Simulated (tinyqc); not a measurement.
# Worked calculation: ballistic Schottky-barrier transistor with a two-dimensional channel, WKB contacts

Program tinyqc, `OMP_NUM_THREADS=1 python tinyqc.py 2390047 2390048 out.jsonl`; Intel Xeon 2.30GHz, shared host, one thread, about 0.4 s. Printed values are rounded.

Source Fermi level 0, drain Fermi level -Vd. Far from the contacts Ec = pn - psi, and the gate moves psi one to one; the band edges relax as exp(-x/lam) from pn at the source and pn - Vd at the drain; Ev = Ec - Eg. A carrier of energy w inside the channel band meets at a contact a barrier of height D (the contact edge beyond the channel edge): T = 1 for w >= D, else exp(-S), S = 4 lam sqrt(m/C) [sqrt(D - w) - sqrt(w) arctan sqrt((D - w)/w)], C = hbar^2/(2 m0). The two contacts combine as Ts Td/(Ts + Td - Ts Td).

Values chosen for this exercise; channel values close to those of a molybdenum disulphide layer:
- T = 250 K (temperature)
- Eg = 1.7 eV (band gap)
- pn = 0.21 eV (barrier for electrons at both contacts)
- mn = 0.49 m0 (electron mass)
- mp = 0.6 m0 (hole mass)
- g = 2 (valleys or subbands)
- lam = 3.4 nm (screening length at the contacts)
- Vd = 0.05 V (drain bias)
- ps = 0.28 V (band shift psi of the channel by the gate)
- w0 = 0.22 eV (energy of one carrier inside the channel band)
- wm = 0.43 eV (upper end of the grid)
- nE = 17 (points of the grid)

Constants: q = 1.602176634e-19 C, kB = 1.380649e-23 J/K, hbar = 1.054571817e-34 J s, h = 6.62607015e-34 J s, m0 = 9.1093837015e-31 kg, Vt = kB T/q, hbar^2/(2 m0) = 0.0380998212 eV nm^2. Results are converted to the units shown.

Range of the model: No scattering, image-force lowering, channel charge or band-to-band tunnelling; parabolic kappa overstates S deep in the gap.

## Band edges and barriers

Electrons: Ds = psi, Dd = psi - Vd, Es = Ec, Ed = Ec + Vd. Holes: Ds = -psi, Dd = Vd - psi, Es = -Ev, Ed = -Ev - Vd. The size of each current is taken; both flow from drain to source and add.

Ec = -0.07 eV
Ev = -1.77 eV
D for electrons (eV): source 0.280000, drain 0.230000
D for holes (eV): source -0.280000, drain -0.230000

A negative D is no barrier. Here the electrons carry the larger current.

## Transmission of one of the electrons

S and T at both contacts for w = w0, and the tunnelling distance lam ln(D/w) at the higher barrier.

S at the source = 0.936960
S at the drain = 0.0719456
combined T = 0.380690
tunnelling distance = 0.819951 nm

## Current of the electrons on a coarse grid

I/W = g (2 q^2/h) int T(w) [N(Es + w) - N(Ed + w)] dw with w the energy of motion along the channel, N(y) = (1/2 pi) sqrt(pi m kB T/C) Fm(-y/kB T), Fm(x) = (1/sqrt(pi)) int_0^infinity u^(-1/2)/(1 + exp(u - x)) du. Electrons: Ds = psi, Dd = psi - Vd, Es = Ec, Ed = Ec + Vd. Holes: Ds = -psi, Dd = Vd - psi, Es = -Ev, Ed = -Ev - Vd. The size of each current is taken; both flow from drain to source and add. Simpson's rule on nE equally spaced w from 0 to wm.

```
point	w (eV)	Ts	Td	T	size of the supply difference (1/um)
0	0.000000	6.19048e-12	6.94444e-11	5.68381e-12	140.492
1	0.026875	5.05687e-7	4.97325e-6	4.59014e-7	144.770
2	0.053750	2.57895e-5	2.20563e-4	2.30903e-5	109.246
3	0.080625	3.82739e-4	0.00281881	3.37097e-4	55.8050
4	0.107500	0.00295535	0.0185154	0.00255507	20.6899
5	0.134375	0.0148331	0.0778073	0.0126153	6.49282
6	0.161250	0.0540887	0.232418	0.0458910	1.91618
7	0.188125	0.152523	0.519419	0.133661	0.554768
8	0.215000	0.344516	0.875136	0.328375	0.159710
9	0.241875	0.632685	1	0.632685	0.0459032
10	0.268750	0.932000	1	0.932000	0.0131871
11	0.295625	1	1	1	0.00378788
12	0.322500	1	1	1	0.00108800
13	0.349375	1	1	1	3.12502e-4
14	0.376250	1	1	1	8.97588e-5
15	0.403125	1	1	1	2.57811e-5
16	0.430000	1	1	1	7.40500e-6
```

current = 1.73650 uA/um

A converged quadrature gives 1.739 uA/um; this grid is 0.12 % below that. 1.50 % of it passes over both barriers, the rest tunnels. The other carrier adds 1.05e-32 uA/um.
